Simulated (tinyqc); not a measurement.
# Abrupt p-n junction, non-linear Poisson equation by Newton steps: effects of single changes

One dimension, p side on the left, n side on the right; net doping C = -Na for x < 0 and +Nd for x > 0. The potential psi is counted from the intrinsic level, and the quasi-Fermi potentials are flat: 0 for holes and -V for electrons, so n = ni exp((psi + V)/Vt) and p = ni exp(-psi/Vt) (Boltzmann statistics, full ionisation, no current).

Values chosen for this exercise; band and dielectric values close to those of gallium nitride:
```
symbol    value   unit                                 meaning
T           273      K                             temperature
Eg         3.41     eV                                band gap
eps_r      9.45                          relative permittivity
Nc      2.02e18  cm^-3  conduction-band density of states at T
Nv      3.93e19  cm^-3     valence-band density of states at T
Na       3.4e16  cm^-3          acceptor density of the p side
Nd       9.1e17  cm^-3             donor density of the n side
V             0      V   bias of the p side against the n side
```

Constants: q = 1.602176634e-19 C, kB = 1.380649e-23 J/K, Vt = kB T/q, eps0 = 8.8541878128e-14 F/cm where lengths are in cm. Results are converted to the units shown.

Each table varies one quantity; the others keep the values above.

## Capacitance and field against bias

The Poisson equation d/dx(eps0 eps_r dpsi/dx) = -q (p - n + C) is solved on a mesh of more than 1000 nodes that ends in neutral material (psi_p = -Vt ln(Na/ni), psi_n = Vt ln(Nd/ni) - V). C_j = q d/dV of the integral of p over x, from the linearised equation. ni = sqrt(Nc Nv) exp(-Eg/(2 Vt)), Eg in volts. Depletion approximation: Vbi = Vt ln(Na Nd/ni^2), W = sqrt(2 eps0 eps_r (Vbi - V)(1/Na + 1/Nd)/q), xp = W Nd/(Na + Nd), xn = W Na/(Na + Nd), peak field 2 (Vbi - V)/W, capacitance eps0 eps_r/W. The last column applies it to an abrupt Na-Nd junction.

Capacitance and field against bias:

| V (V) | peak \|E\| (kV/cm) | C_j (nF/cm^2) | 1/C_j^2 (cm^4/uF^2) | eps0 eps_r/C_j (nm) | abrupt depletion C (nF/cm^2) |
|---|---|---|---|---|---|
| 0 | 199.8 | 26.29 | 1447 | 318.2 | 26.10 |
| -0.67 | 219.8 | 23.89 | 1752 | 350.2 | 23.75 |
| -1.33 | 237.9 | 22.07 | 2052 | 379.0 | 21.96 |
| -2 | 254.9 | 20.60 | 2357 | 406.2 | 20.50 |
| -2.67 | 270.9 | 19.38 | 2662 | 431.7 | 19.30 |
| -3.33 | 285.8 | 18.37 | 2962 | 455.4 | 18.31 |
| -4 | 300.2 | 17.49 | 3267 | 478.3 | 17.44 |
| -4.67 | 313.9 | 16.73 | 3572 | 500.1 | 16.68 |
| -5.33 | 326.8 | 16.07 | 3873 | 520.7 | 16.02 |
| -6 | 339.4 | 15.47 | 4178 | 540.8 | 15.43 |

With V going from 0 to -6 V, C_j falls from 26.3 to 15.5 nF/cm^2 and the peak field rises from 200 to 339 kV/cm. The slope of 1/C_j^2, read as N = 2/(q eps0 eps_r |slope|), gives 3.28e16 cm^-3 between the first two rows and 3.28e16 cm^-3 between the last two, against Na Nd/(Na + Nd) = 3.28e16 cm^-3; the slopes of all rows agree within 0.01 %, as for uniform doping at both edges. At the end C_j goes as (Vbi - V)^(-0.50) with Vbi = 3.23 V, and it is 0.26 % above the abrupt depletion formula (at the first row 0.74 % above it).

## Effect of the band gap

Exact first integral for an abrupt junction with thick neutral sides: psi_p = -Vt ln(Na/ni), psi_n = Vt ln(Nd/ni) - V, psi_j = (Nd psi_n + Na psi_p - Vt (Nd - Na))/(Na + Nd) at the junction, n_j = ni exp((psi_j + V)/Vt), p_j = ni exp(-psi_j/Vt), and E_j^2 = (2 q/(eps0 eps_r)) [Nd (psi_n - psi_j - Vt) + Vt (n_j + p_j)] (minority densities of the neutral sides neglected).

The same in every row: share of W on the n side (%) = 3.6017.

Effect of the band gap:

| Eg (eV) | ni (cm^-3) | Vbi (V) | W (nm) | peak field, depletion (kV/cm) | peak field, exact (kV/cm) |
|---|---|---|---|---|---|
| 0.7 | 3.0805e12 | 0.51533 | 128.15 | 80.426 | 85.734 |
| 0.89 | 5.4306e10 | 0.70533 | 149.92 | 94.091 | 96.765 |
| 1.07 | 1.1841e9 | 0.88533 | 167.97 | 105.42 | 106.57 |
| 1.26 | 2.0874e7 | 1.0753 | 185.12 | 116.18 | 116.33 |
| 1.44 | 4.5514e5 | 1.2553 | 200.01 | 125.53 | 125.06 |
| 1.63 | 8023.8 | 1.4453 | 214.61 | 134.69 | 133.81 |
| 1.81 | 174.95 | 1.6253 | 227.59 | 142.83 | 141.70 |
| 2 | 3.0842 | 1.8153 | 240.52 | 150.95 | 149.65 |

What does the table show?

ni falls from 3.08e12 to 3.08 cm^-3, and Vbi follows the gap one to one, staying 0.185 V below it (Vt ln(Nc Nv/(Na Nd))). W rises from 128 to 241 nm and the exact peak field rises from 85.7 to 150 kV/cm. W goes as the square root of Vbi - V, the exact field as (Vbi - V)^(0.44) on average. The depletion field is 6.2 % below the exact one in the first row and 0.87 % above it in the last.

Program tinyqc, `OMP_NUM_THREADS=1 python tinyqc.py 2000094 2000095 out.jsonl`; Intel Xeon 2.30GHz, shared host, one thread, about 0.02 s.
